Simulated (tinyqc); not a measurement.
Free-carrier optics of a doped semiconductor (Drude model with one polar phonon): sweeps and comparisons. A value that a table varies takes the place of the one given here.

eps(E) = ei [1 - Ep^2/(E^2 + i E Gam)] + (es - ei) wT^2/(wT^2 - E^2 - i E gT), with Ep^2 = 8 pi c (e^2/(4 pi eps0)) N/(m ei), c = hbar^2/2m0, N in 1/angstrom^3 (1e-24 per 1/cm^3); Gam = hbar/tau, tau = mu m m0/e with m0/e = 5.685630e-12 kg/C and mu in m^2/(V s). Energies in meV.

n + i k = sqrt(eps1 + i eps2) with k >= 0; R = ((n - 1)^2 + k^2)/((n + 1)^2 + k^2) at normal incidence from vacuum; alpha = 2 E k/(hbar c), times 1e8 for 1/cm; loss function Im(-1/eps) = eps2/(eps1^2 + eps2^2).

Constants: hbar^2/2m0 = 3.80998211 eV angstrom^2; e^2/(4 pi eps0) = 14.39964547 eV angstrom; hbar = 6.58211957e-16 eV s; hbar c = 1973.269805 eV angstrom.

Values chosen for the exercise (mass and dielectric values near those of GaN; N and mu are free inputs; interband absorption and the rise of the mass with filling are left out; shifted at random, so the results belong to these values and not to a real crystal): m = 0.201 m0 (conductivity mass); ei = 5.44 (high-frequency dielectric constant); wT = 68.7 meV (TO phonon); es = 9.72 (static dielectric constant); N = 1.6e+18 1/cm^3 (carrier density); mu = 79 cm^2/(V s) (mobility); gT = 0.8 meV (phonon damping); E = 31.2 meV (photon energy).

## The coupled modes against doping

L-, L+ solve E^4 - (wL^2 + Ep^2) E^2 + Ep^2 wT^2 = 0, wL = wT sqrt(es/ei); damping left out; energies in meV.

Modes:
```
N (1/cm^3)      Ep     L-      L+  Ep sqrt(ei/es)
2.0e+17      15.88  11.80   92.44           11.88
7.0e+17      29.71  21.70   94.05           22.23
2.0e+18      50.22  34.97   98.65           37.57
4.0e+18      71.02  45.73  106.71           53.13
7.0e+18      93.95  53.87  119.83           70.29
1.0e+19     112.29  58.03  132.95           84.01
3.0e+19     194.50  65.19  204.97          145.51
7.0e+19     297.10  67.23  303.62          222.27
2.0e+20     502.20  68.19  505.95          375.70
```

wL = 91.83 meV

How do the results move?

At low density L- follows Ep sqrt(ei/es) (11.80 against 11.88), a plasmon screened by the lattice, and L+ starts at wL. At the highest density L- has come within 0.51 meV of wT, since the carriers screen the field that lifts wL, and L+ is within 3.75 meV of Ep. The branches are closest, 60.98 meV, at 4e+18 1/cm^3 of those listed. The mass is held fixed, while in a real band it rises with filling.

## Reflectance across the plasma edge

Spectrum:
```
E (meV)    eps1   eps2      R  alpha (1/cm)
4.5        7.68  33.33  0.587      1.66e+03
13.5       7.90  10.79  0.376      2.26e+03
22.5       8.35   6.13  0.300      2.29e+03
31.4       9.11   4.08  0.280      2.10e+03
38.2      10.01   3.15  0.284      1.90e+03
44.9      11.41   2.53  0.302      1.69e+03
49.4      12.88   2.24  0.323      1.56e+03
56.1      16.98   2.05  0.374      1.41e+03
67.4     108.80  33.04  0.689      1.07e+04
89.8      -1.42   0.80  0.606      1.12e+04
134.8      3.47   0.26  0.092           970
224.6      4.80   0.07  0.139           341
```

How do the results move?

Ep = 44.9 meV and Gam = 72.9 meV: Gam exceeds Ep, so damping washes the plasma edge out. R is 0.587 at the lowest energy and lowest, 0.092, at 134.8 meV of those listed; without damping and phonon it would vanish at Ep sqrt(ei/(ei - 1)) = 49.7 meV. At the highest energy R is 0.139, against 0.160 for ei alone. Between the last two rows alpha goes as E^-2.05, where the Drude limit far above Ep and Gam is E^-2; Gam and the phonon term both still act in these rows. The phonon adds its own band of high reflectance between wT = 68.7 meV and about wL = 91.8 meV, which the rows may miss. The lowest R listed is the dip just above wL, not the plasma minimum.

## Free-carrier absorption and index change in the near infrared

At the wavelengths listed E = hc/lambda (hc = 1239.841984 eV nm). Approximate forms: alpha = ei Ep^2 Gam/(E^2 sqrt(ei) hbar c) and dn = -sqrt(ei) Ep^2/(2 E^2). The phonon term is left out here.

Free carriers:
```
lambda (micrometre)  E (meV)  alpha (1/cm)  alpha, approximate        dn  dn, approximate
1.31                   946.4          19.3                19.4  -0.00261         -0.00263
1.55                   799.9          27.0                27.2  -0.00365         -0.00368
2.00                   619.9          44.7                45.2  -0.00605         -0.00612
3.00                   413.3          99.3                 102   -0.0134          -0.0138
5.00                   248.0           264                 283   -0.0355          -0.0383
8.00                   155.0           614                 724   -0.0813          -0.0980
10.60                  117.0           967            1.27e+03    -0.126           -0.172
```

What can be read from the table?

At 1.55 micrometre alpha = 27 1/cm and dn = -0.00365; a phase shift of pi needs a length lambda/(2 |dn|) = 212 micrometre, over which the loss is 2.49 dB. The approximate alpha is within 5 % up to 3 micrometre of the wavelengths listed; it needs photon energies well above both Ep and Gam, which lie at 27.6 and 17.0 micrometre. Interband and intervalley absorption are left out.

## What moves the optical constants

At the energy E. Each row changes one parameter from the base and keeps the others.

Results:
```
case                  Ep (meV)  Gam (meV)       R  alpha (1/cm)
base                     44.92      72.91  0.2799      2.11e+03
N = 2.4e+18 1/cm^3       55.01      72.91  0.2989      3.20e+03
m = 0.2412 m0            41.00      60.76  0.2734      2.00e+03
mu = 47.4 cm^2/(V s)     44.92     121.51  0.2832      1.35e+03
ei = 5.71                43.84      72.91  0.2788      2.11e+03
E = 37.4 meV             44.92      72.91  0.2832      1.93e+03
```

How do the results move?

The largest shifts from the base row, up to three for each result and ties (the steps differ in size, so this ranks the rows, not the parameters). Ep (meV): N +10.10, m -3.91, ei -1.07; unchanged at the printed digits by mu and E. Gam (meV): mu +48.60, m -12.15; unchanged at the printed digits by N, ei and E. R: N +0.0190, m -0.0065, mu +0.0033, E +0.0033. alpha (1/cm): N +1.09e+03, mu -753, E -178; unchanged at the printed digits by ei.

Run: tinyqc, `OMP_NUM_THREADS=1 python tinyqc.py 1652136 1652137 out.jsonl`; Intel(R) Xeon(R) Processor @ 2.30GHz, one thread, shared host; about 0.01 s of CPU time with all checks.
